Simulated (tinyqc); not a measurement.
Comparisons within one model: type-II superlattice in the two-band Kane model. A value that a table varies takes the place of the one given here.

Motion along the axis, period d = a + b, c = hbar^2/2m0. Conduction and light-hole bands couple: (E - Ec)(E - Ev) = Ep c k^2 in each layer, with mass m(E) = (E - Ev)/Ep, which may be negative. The conduction envelope psi and psi'/m(E) are continuous; a layer carries them by [[cos kt, (m/k) sin kt], [-(k/m) sin kt, cos kt]] (cosh and sinh for k^2 < 0), and cos(q d) = tr(M_B M_A)/2. C1 is the first miniband above EvB, with its bottom at tr/2 = +1 and its top at -1; the gap is the bottom of C1 less the top heavy-hole level HH1.

Heavy holes are uncoupled: with e = EvB - E, p = sqrt(mhB e/c), w = sqrt(mhA (EvB - EvA - e)/c), the top level HH1 at q = 0 solves (p/mhB) tan(p b/2) = (w/mhA) tanh(w a/2).

Constants: hbar^2/2m0 = 3.80998211 eV angstrom^2; hc = 1239.841984 eV nm.

Parameters, chosen for this exercise (near those of an InAs/GaSb superlattice; not measured data):
- b = 32 angstrom (layer B)
- EcA = 0 eV (conduction edge of A)
- EvA = -0.412 eV (valence edge of A)
- EcB = 0.943 eV (conduction edge of B)
- EvB = 0.136 eV (valence edge of B)
- EpA = 14.5 eV (coupling energy in A)
- EpB = 18.3 eV (coupling energy in B)
- mhA = 0.32 m0 (heavy hole in A)
- mhB = 0.27 m0 (heavy hole in B)
- As = (22, 29, 38, 43, 56, 63, 79) angstrom (widths of layer A)
- a = 29 angstrom (layer A)

## Width of layer A

Bottom of C1 (tr/2 = +1, above EvB), HH1, the gap and hc/gap; widths at which C1 no longer starts above EvB are left out.

Results:

| a (angstrom) | C1 (eV) | HH1 (eV) | gap (meV) | cut-off (micrometre) |
|---|---|---|---|---|
| 22 | 0.4400 | 0.0623 | 377.7 | 3.28 |
| 29 | 0.3544 | 0.0617 | 292.8 | 4.23 |
| 38 | 0.2762 | 0.0615 | 214.7 | 5.77 |
| 43 | 0.2434 | 0.0615 | 181.9 | 6.81 |
| 56 | 0.1809 | 0.0614 | 119.4 | 10.38 |
| 63 | 0.1566 | 0.0614 | 95.2 | 13.03 |

From a = 22 to 63 angstrom C1 falls by 283 meV while HH1 moves by -0.8 meV, so layer A tunes the gap, from 378 to 95 meV. The cut-off shifts by 0.136 micrometre per angstrom at the thin end and 0.378 at the thick end: long wavelengths need tight control of the thickness.

## One band or two

Bottom of C1. One band: (k/mA) tan(k a/2) = (kappa/mB) tanh(kappa b/2) with the edge masses (Ec - Ev)/Ep and barrier EcB - EcA. Second row: mA replaced by m(E). The last column is measured against two bands.

Results:

| model | C1 (eV) | gap (meV) | error (meV) |
|---|---|---|---|
| one band, edge masses | 0.3483 | 286.6 | -6.2 |
| m(E) in A only | 0.3115 | 249.8 | -42.9 |
| two bands | 0.3544 | 292.8 | 0.0 |

mA = 0.0284 m0
mB = 0.0441 m0

With edge masses C1 errs by -6 meV, 2 % of the gap. The heavier m(E) in A changes it by -37 meV; the treatment of B changes it by +43 meV, since C1 lies 218 meV above the valence edge of B, where its mass is 0.0119 instead of 0.0441.

## What each parameter does

Bottom and width of C1, HH1 and the gap. Each row changes one parameter from the base and keeps the others.

Results:

| case | C1 (eV) | width (meV) | HH1 (eV) | gap (meV) |
|---|---|---|---|---|
| base | 0.3544 | 108.3 | 0.0617 | 292.8 |
| a = 26 angstrom | 0.3879 | 119.5 | 0.0618 | 326.0 |
| b = 29 angstrom | 0.3443 | 125.4 | 0.0503 | 294.0 |
| EvB = 0.116 eV | 0.3529 | 104.8 | 0.0424 | 310.5 |
| EcB = 0.993 eV | 0.3639 | 100.4 | 0.0617 | 302.3 |
| EvA = -0.442 eV | 0.3511 | 106.5 | 0.0606 | 290.6 |
| EpA = 15.7 eV | 0.3610 | 113.6 | 0.0617 | 299.3 |
| mhB = 0.31 m0 | 0.3544 | 108.3 | 0.0668 | 287.6 |

The largest shifts from the base row, up to three for each result and ties (the steps differ in size, so this ranks the rows, not the parameters). C1 (eV): a +0.0334, b -0.0101, EcB +0.0095; unchanged at the printed digits by mhB. width (meV): b +17.0, a +11.1, EcB -7.9; unchanged at the printed digits by mhB. HH1 (eV): EvB -0.0192, b -0.0113, mhB +0.0052; unchanged at the printed digits by EcB and EpA. gap (meV): a +33.3, EvB +17.7, EcB +9.5.

(tinyqc, `OMP_NUM_THREADS=1 python tinyqc.py 1280165 1280166 out.jsonl`, Intel(R) Xeon(R) Processor @ 2.30GHz, 1 thread, shared host, about 0.06 s.)
